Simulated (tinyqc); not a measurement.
Single-junction solar cell, detailed-balance limit: two steps of the calculation.

Every photon above the gap Eg makes one pair and none below is absorbed; carriers thermalise at T and move without loss. Jsc = q fs X Phi(Eg, Ts); the dark current is J0 = q ge Phi(Eg, T)/ERE with the Boltzmann factor exp(V/Vt). The efficiency is the electrical power over fs X sigma Ts^4.

Parameters, values chosen for the exercise:

| symbol | value | unit | meaning |
|---|---|---|---|
| T | 280 | K | cell temperature |
| Ts | 5800 | K | temperature of the black-body sun |
| fs | 2.16e-5 |  | share of the hemisphere filled by the sun |
| X | 500 |  | concentration |
| ERE | 0.0001 |  | external radiative efficiency |
| ge | 2 |  | number of faces that emit |
| Eg | 1.79 | eV | band gap |

Constants: q = 1.602176634e-19 C, kB = 1.380649e-23 J/K, h = 6.62607015e-34 J s, c = 299792458 m/s. Results are converted to the units shown.

Question 1. Photon flux of the source, term by term. Photon flux above E from a black body at temperature T into a hemisphere: Phi(E, T) = A sum_k exp(-k E/th)[E^2 th/k + 2 E th^2/k^2 + 2 th^3/k^3], k = 1, 2, ..., with th = kB T/q in eV and A = 2 pi q^3/(h^3 c^2). The first six terms at E = Eg, T = Ts are listed; the flux takes all.

Find: th; A; terms k = 1..6; Phi(Eg, Ts).

Answer 1.

th = 0.4998 eV
A = 9.883e22 cm^-2 s^-1 eV^-3
terms k = 1..6 (eV^3): 0.07642  8.179e-4  1.386e-5  2.763e-7  5.985e-9  1.363e-10
Phi(Eg, Ts) = 7.635e21 cm^-2 s^-1

Question 2. Photocurrent, dark current and incident power. Jsc = q fs X Phi(Eg, Ts), J0 = q ge Phi(Eg, T)/ERE. Pin = fs X sigma Ts^4, sigma = 2 pi^5 kB^4/(15 h^3 c^2).

Find: Jsc; J0; Pin.

Answer 2.

Jsc = 1.321e4 mA/cm^2
J0 = 1.521e-22 mA/cm^2
Pin = 6.930e4 mW/cm^2

Numbers from tinyqc (`OMP_NUM_THREADS=1 python tinyqc.py 2820044 2820045 out.jsonl`; about 0.01 s on one thread of a shared Intel Xeon 2.30GHz).
